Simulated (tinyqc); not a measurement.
Penn model of the dielectric constant and Phillips ionicity: sweeps and comparisons. A value that a table varies takes the place of the one given here.

n = 32/a^3; Ep^2 = 8 pi c e2 n with c = hbar^2/2m0, e2 = e^2/(4 pi eps0); EF = c (3 pi^2 n)^(2/3); eps = 1 + (Ep/Eg)^2 S with S = 1 - Eg/(4 EF) + (Eg/(4 EF))^2/3, Eg the Penn gap. Core d shells are left out.

Phillips: bond length d = sqrt(3) a/4; homopolar gap Eh = 39.74 d^(-2.48) eV (d in angstrom); Eg^2 = Eh^2 + C^2; ionicity fi = C^2/Eg^2.

Constants: hbar^2/2m0 = 3.80998211 eV angstrom^2; e^2/(4 pi eps0) = 14.39964547 eV angstrom.

Parameters, chosen for this exercise (out of a larger set: near those of Ge; not measured data): a = 5.683 angstrom (cubic lattice constant, 32 valence electrons a cell); C0 = 0 eV (ionic gap, held fixed); ei = 15.79 (high-frequency dielectric constant).

## Dielectric constant under pressure

The lattice constant is scaled by the factor listed; C = C0.

Results:
```
factor  Eh (eV)  Eg (eV)  Ep (eV)     eps     fi
0.94      4.966    4.966   17.013  11.642  0.000
0.96      4.713    4.713   16.484  12.101  0.000
0.98      4.478    4.478   15.982  12.570  0.000
0.99      4.367    4.367   15.740  12.809  0.000
1.00      4.259    4.259   15.505  13.049  0.000
1.01      4.156    4.156   15.275  13.292  0.000
1.02      4.055    4.055   15.051  13.537  0.000
1.04      3.865    3.865   14.619  14.035  0.000
```

d ln eps/d ln a = +1.85 around factor 1: eps falls under compression. Ep^2 goes as a^-3 and Eh^2 as a^-4.96; with C fixed Eg^2 goes as a^-4.96 at fi = 0.000, and leaving S aside the two powers balance at fi = 0.395. The slope is a difference of two powers and the model omits d shells and any change of C, so it is no prediction for a real crystal; eps from C0 (row 1.00) need not match a measured ei.

## What moves the Penn gap and the ionicity

Eg from ei; fi = 1 - (Eh/Eg)^2, printed even where negative. Each row changes one parameter from the base and keeps the others.

Results:
```
case                Ep (eV)  Eg (eV)  Eh (eV)      fi
base                 15.505    3.862    4.259  -0.216
a = 5.797 angstrom   15.050    3.747    4.055  -0.171
ei = 14.21           15.505    4.076    4.259  -0.092
```

The largest shifts from the base row, up to three for each result and ties (the steps differ in size, so this ranks the rows, not the parameters). Ep (eV): a -0.455; unchanged at the printed digits by ei. Eg (eV): ei +0.215, a -0.115. Eh (eV): a -0.205; unchanged at the printed digits by ei. fi: ei +0.125, a +0.045. For an elemental crystal fi should vanish; the values measure the misfit of the rule for Eh and the missing d-shell factor.

tinyqc: `OMP_NUM_THREADS=1 python tinyqc.py 1651315 1651316 out.jsonl`; about 0.01 s, one thread, shared Intel(R) Xeon(R) Processor @ 2.30GHz.
